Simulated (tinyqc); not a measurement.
One-electron ion in a basis of Gaussians, step by step. One step of it, computed by the program tinyqc.

Question. Matrices over normalised Gaussians. With p = a_i + a_j and I(k) = Gamma((k+1)/2) / (2 p^((k+1)/2)): S = I(2l+2), T = (2l+3) a_i a_j S / p, V = -Z I(2l+1), each divided by sqrt(S_ii S_jj).

exponents of r^l exp(-a r^2) (1/bohr^2): 0.112600  0.345500  1.060000

Z = 4

l = 1

Give: S; T; V.

Answer.

S:
```
       1      2      3
1  1.000  0.688  0.267
2  0.688  1.000  0.688
3  0.267  0.688  1.000
```

T (hartree):
```
       1      2      3
1  0.281  0.292  0.136
2  0.292  0.864  0.897
3  0.136  0.897  2.650
```

V (hartree):
```
        1       2       3
1  -1.428  -1.401  -0.868
2  -1.401  -2.501  -2.455
3  -0.868  -2.455  -4.381
```
